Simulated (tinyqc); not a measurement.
One level coupled to a phonon between two leads, self-consistent Born approximation: effect of the level position.

Wide-band leads with mu_L = +V/2 and mu_R = -V/2; phonons in equilibrium, Nq = 1/(exp(w0/kB T) - 1). Scattering links only energies that differ by w0, so a ladder E_k = E1 + k w0 closes on itself; terms that reach past its ends are dropped. Gn and Gp are the electron and hole parts of the spectral function A = Gn + Gp.

|G|^2 = 1/[(E - ed)^2 + (GL + GR + Sin + Sout)^2/4], Gn = |G|^2 (GL fL + GR fR + Sin), Gp = |G|^2 (GL (1 - fL) + GR (1 - fR) + Sout), f = 1/(1 + exp((E - mu)/kB T)). Sin(E) = M^2 [(Nq + 1) Gn(E + w0) + Nq Gn(E - w0)], Sout(E) = M^2 [(Nq + 1) Gp(E - w0) + Nq Gp(E + w0)]. Spectral currents into the level: iL = GL [fL Gp - (1 - fL) Gn], iR = GR [fR Gp - (1 - fR) Gn]. Here E - ed is replaced by E - ed - R(E), with the real part R(E) = (1/2 pi) P int [Sin + Sout](y) dy/(E - y). The total for one spin is I = (q/h) times the integral of iL over all E (all ladders, each long enough that its ends do not matter); the power given to phonons is (1/h) times the integral of E (iL + iR).

Parameters, values chosen for the exercise:
```
symbol  value  unit                           meaning
T         150     K  temperature of leads and phonons
w0         50   meV                     phonon energy
GL         38   meV         coupling to the left lead
GR         33   meV        coupling to the right lead
M         6.1   meV    electron-phonon matrix element
V          33    mV                              bias
```

Constants: q = 1.602176634e-19 C, kB = 1.380649e-23 J/K, h = 6.62607015e-34 J s, Vt = kB T/q. Results are converted to the units shown.

Results:

| ed (meV) | I (uA) | I without phonons (uA) | ratio of the two | power to phonons (nW) | share of I V (%) |
|---|---|---|---|---|---|
| 0 | 0.9723 | 0.9760 | 0.9962 | 0.09169 | 0.2858 |
| 18 | 0.8824 | 0.8844 | 0.9977 | 0.08155 | 0.2801 |
| 53 | 0.4760 | 0.4739 | 1.004 | 0.03320 | 0.2114 |
| 71 | 0.3158 | 0.3140 | 1.006 | 0.01602 | 0.1537 |
| 88 | 0.2165 | 0.2153 | 1.006 | 0.007659 | 0.1072 |
| 106 | 0.1505 | 0.1497 | 1.005 | 0.003643 | 0.07336 |
| 124 | 0.1093 | 0.1088 | 1.004 | 0.001885 | 0.05227 |
| 142 | 0.08259 | 0.08231 | 1.003 | 0.001062 | 0.03898 |

Estimate the missing row, ed = 35 meV.

Computed row:

| ed (meV) | I (uA) | I without phonons (uA) | ratio of the two | power to phonons (nW) | share of I V (%) |
|---|---|---|---|---|---|
| 35 | 0.6886 | 0.6879 | 1.001 | 0.05863 | 0.2580 |

With this row back in the table: I falls from 0.972 to 0.0826 uA as the level leaves the window |E| < 16.5 meV; the ratio to the current without phonons goes from 0.996 through a maximum of 1.01 (at ed = 71 and 88 meV among the rows listed) to 1.00. The power to phonons falls from 0.0917 to 0.00106 nW.

Range of the model: The self-consistent Born approximation keeps only non-crossing phonon lines and no Hartree shift; it is rough once the coupling nears the phonon energy.

tinyqc, about 0.06 s, one thread, Intel Xeon 2.30GHz (shared host): `OMP_NUM_THREADS=1 python tinyqc.py 2720012 2720013 out.jsonl`
